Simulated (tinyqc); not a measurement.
Which substrate gives the strongest standing wave: standing waves and exposure in a photoresist film.

Parameters, chosen for this exercise:
- lam = 193 nm (vacuum wavelength)
- n1 = 1.686 (resist index)
- A = 0.01 1/micrometre (bleachable absorption (Dill A))
- B = 0.8 1/micrometre (fixed absorption (Dill B))

r12 = (N1 - Ns)/(N1 + Ns) with N1 = n1 + i (A + B) lam/(4 pi), lam in micrometres, and Ns = ns + i ks chosen for the exercise, each substrate thick; contrast 2|r|/(1 + |r|^2); the intensity at the interface relative to the forward wave is |1 + r12|^2.

Results:
```
case           ns     ks  |r12|^2  contrast  phase (degrees)  |1 + r12|^2
near SiO2   1.585  0.000   0.0010     0.062              6.8        1.063
near W      1.275  3.031   0.5147     0.947           -128.0        0.631
near Cu     0.972  1.418   0.2728     0.821            -91.4        1.248
near Si3N4  2.635  0.263   0.0514     0.431           -168.9        0.607
near Si     0.882  2.736   0.5700     0.962           -120.5        0.804
```

The strongest reflector is the case near Si (0.570) and the weakest near SiO2 (0.0010). The intensity at the interface depends on the phase too: it is lowest for the case near Si3N4 (0.607, phase -169 degrees) and highest for near Cu (1.248); a strong reflector with a phase of 180 degrees would put a node there.

(tinyqc, `OMP_NUM_THREADS=1 python tinyqc.py 1682594 1682595 out.jsonl`, Intel(R) Xeon(R) Processor @ 2.30GHz, 1 thread, shared host, about 0.01 s.)
